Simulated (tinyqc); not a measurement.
Inside a calculation. Model: piezoresistors in the (001) plane of a cubic crystal.

Computed by the program tinyqc: `OMP_NUM_THREADS=1 python tinyqc.py 2530083 2530084 out.jsonl`, one thread of a shared Intel Xeon 2.30GHz, about 0.01 s for the whole run. Printed values are rounded.

Plane stress in crystal axes x = [100], y = [010]. First-order piezoresistance: d rho_xx/rho = p11 sxx + p12 syy, d rho_yy/rho = p12 sxx + p11 syy, d rho_xy/rho = p44 sxy; a resistor along d = (cos th, sin th) changes by dR/R = d.(d rho/rho).d. Changes of geometry and second-order terms are left out.

Values chosen for this exercise; coefficients close to those of lightly doped n-type silicon:
```
symbol  value        unit                          meaning
p11      -108  x 1e-11/Pa       piezoresistive coefficient
p12      52.8  x 1e-11/Pa       piezoresistive coefficient
p44       -13  x 1e-11/Pa       piezoresistive coefficient
th         45         deg  angle of the current from [100]
Sx       -183         MPa                       stress sxx
Sy       -132         MPa                       stress syy
St        -41         MPa                 shear stress sxy
Vb          5           V                    bridge supply
E         173         GPa      Young's modulus along [110]
```

## Change of the resistivity tensor

As in the introduction.

d rho/rho (%):
```
         x       y
x  12.7944  0.5330
y   0.5330  4.5936
```

## Resistors at th and th + 90 degrees, and the bridge

dR/R = d.(d rho/rho).d. A full bridge with two resistors of each kind in opposite arms gives Vout = Vb (a - b)/(2 + a + b), a and b the two dR/R.

dR/R at th = 9.227 %
dR/R at th + 90 = 8.161 %
Vout = 24.5184 mV

## Longitudinal and transverse coefficients

For uniaxial stress along or across the current: pL = p11 - (A/2) sin^2(2 th), pT = p12 + (A/2) sin^2(2 th), A = p11 - p12 - p44. Gauge factor along [110]: E (p11 + p12 + p44)/2.

A = -147.8 x 1e-11/Pa
pL = -34.1 x 1e-11/Pa
pT = -21.1 x 1e-11/Pa
gauge factor = -58.9930
